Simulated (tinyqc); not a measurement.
Inside a calculation. Model: Berg model of reactive sputtering of a nitride or oxide: poisoning, hysteresis and pumping speed. Computed by tinyqc, a small Python program that keeps every step. Command: `OMP_NUM_THREADS=1 python tinyqc.py 3020440 3020441 out.jsonl berg walk`. One thread of a shared host (Intel(R) Xeon(R) Processor @ 2.30GHz), about 0.07 s of CPU time with the checks. Intermediate numbers are printed to about 6 digits and carried at full precision; extremes and crossings named in words are read from the listed rows.

A diatomic gas reacts with bare metal on the target and on the collecting surfaces; ions remove metal and compound from the target. theta_t and theta_c are the compound fractions.

Inputs (values chosen for the exercise, close to those used for titanium nitride): ion current density J = 28 mA/cm^2; target area A_t = 220 cm^2; collecting area A_c = 1800 cm^2; metal yield Y_m = 0.52; compound yield Y_c = 0.14; sticking coefficient alpha = 0.66; reactive atoms per metal atom z = 1; gas mass M = 28 u; pumping speed S = 140 l/s; gas temperature T = 300 K; reactive partial pressure P = 0.0029 Pa.

Constants: e = 1.602176634e-19 C; u = 1.6605390666e-27 kg; k_B = 1.380649e-23 J/K.

## Steady state at the pressure P

Ion flux j = J/e; gas flux F = P/sqrt(2 pi M k_B T). Target: (2/z) alpha F (1 - theta_t) = j Y_c theta_t. Sputtered flows F_c = j Y_c theta_t A_t, F_m = j Y_m (1 - theta_t) A_t. Collector: (2/z) alpha F (1 - theta_c) A_c + F_c (1 - theta_c) = F_m theta_c. Gas use Q = alpha F [(1 - theta_t) A_t + (1 - theta_c) A_c] + P S/(k_B T); 1 sccm = 4.4780e17 molecules/s. Rate R = F_m + F_c, given relative to j Y_m A_t.

ion flux j = 1.74762e+17 1/(cm^2 s)

gas flux F = 8.33685e+15 1/(cm^2 s)

theta_t = 0.310240

theta_c = 0.608993

gas use (sccm): target 1.86459, collector 8.64806, pump 0.21890

total flow Q = 10.7315 sccm

rate relative to clean metal = 0.773286

The target is partly covered. The film is 60.9 % compound.

## Critical pumping speed

P is a single-valued function of the flow Q only if dQ/dP > 0 everywhere: S must exceed k_B T times the steepest fall of the surface terms with P.

pressure of the steepest fall = 0.0108005 Pa

critical pumping speed = 330.143 l/s

S is 0.42 times the critical value: the flow curve is S-shaped and flow control shows hysteresis.

## The hysteresis loop

Turning points solve dQ/dP = 0; a jump keeps Q fixed; the width of the loop is the difference of the two turning flows.

Corners of the loop:
```
point                           P (Pa)  Q (sccm)   theta_t   theta_c  relative rate
edge of the metallic branch  0.0067312   12.1603  0.510758  0.832820       0.626754
landing, poisoned            0.0613818   12.1603  0.904944  0.995539       0.338695
edge of the poisoned branch  0.0282087   11.0068  0.813956  0.981474       0.405186
landing, metallic            0.0031578   11.0068  0.328755  0.634919       0.759756
```

width of the loop = 1.15348 sccm

Raising the flow past 12.2 sccm drops the rate from 0.627 to 0.339; the metallic mode returns only below 11 sccm. The best film reachable on the metallic branch is 83 % compound, so the region between needs pressure feedback. The pressure P of the inputs lies on the metallic branch.

## Flow curve at three pumping speeds

The formulas are those given above.

Pressure as the free variable:
```
P (Pa)    theta_t   theta_c  relative rate  Q at S_c/4 (sccm)  Q at S_c (sccm)  Q at 2 S_c (sccm)
0.00054  0.077280  0.181997       0.943526             3.8574           3.9295             4.0256
0.00110  0.145742  0.326989       0.893496             6.5710           6.7179             6.9137
0.00220  0.254406  0.523798       0.814088             9.6170           9.9107            10.3023
0.00380  0.370819  0.689642       0.729017            11.3924          11.8997            12.5761
0.00650  0.502024  0.825507       0.633136            11.9567          12.8245            13.9815
0.01100  0.630460  0.914008       0.539280            11.4928          12.9613            14.9193
0.01700  0.725021  0.956201       0.470177            10.7927          13.0622            16.0881
0.02700  0.807233  0.979992       0.410099            10.1731          13.7775            18.5835
0.04300  0.869608  0.991339       0.364518             9.9803          15.7207            23.3746
0.08600  0.930257  0.997652       0.320197            10.9580          22.4389            37.7466
```

At S_c/4 the flow falls with pressure in 4 of the intervals: as the target poisons, less metal arrives to getter the gas. At 2 S_c it rises throughout. Coverages and rate depend on P alone, not on S. The collector converts before the target (theta_c = 0.83 at theta_t = 0.50), since the metal is spread over a larger area and no ions clean it. The rate tends to Y_c/Y_m = 0.269.

Checks made by the program: gas taken up by surfaces against gas bound in the growing film (relative difference below 1e-10).
